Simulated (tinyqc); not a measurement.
Access strength from the read disturbance.

Inverse problem. Transistor (EKV form, voltages against the body): I = 2 n b Vt^2 [F(vp - Vs) - F(vp - Vd)] from drain to source, F(v) = ln^2(1 + exp(v/(2 Vt))), vp = (Vg - VT + sg |Vd - Vs|)/n. n-channel bodies are at 0; for the p-channel device all voltages are counted down from Vdd. b in uA/V^2 gives I in uA. In an SRAM read the low node Q obeys In(gate QB, drain Q) = Ip(gate QB, drain Q) + Ia, where the access transistor (threshold VTn) has its gate and drain at Vdd and its source at Q. Find Ia, ba and the cell ratio bn/ba.

Parameters, values chosen for the exercise:

| symbol | value | unit | meaning |
|---|---|---|---|
| T | 273 | K | temperature |
| Vdd | 0.9 | V | supply voltage |
| n | 1.27 |  | slope factor |
| sg | 0.112 |  | drain-induced barrier lowering |
| VTn | 0.36 | V | n-channel threshold |
| VTp | 0.33 | V | p-channel threshold (magnitude) |
| bn | 280 | uA/V^2 | gain factor of the pull-down transistor |
| bp | 87 | uA/V^2 | gain factor of the pull-up transistor |

Constants: q = 1.602176634e-19 C, kB = 1.380649e-23 J/K, Vt = kB T/q. Results are converted to the units shown.

Q and QB in the read (V): 0.13927363  0.89983294

Solution. The node equation gives Ia, which is proportional to ba.

Ia = 18.20 uA
ba = 230.0 uA/V^2
cell ratio = 1.217

Program tinyqc, `OMP_NUM_THREADS=1 python tinyqc.py 2340145 2340146 out.jsonl`; Intel Xeon 2.30GHz, shared host, one thread, about 0.2 s.
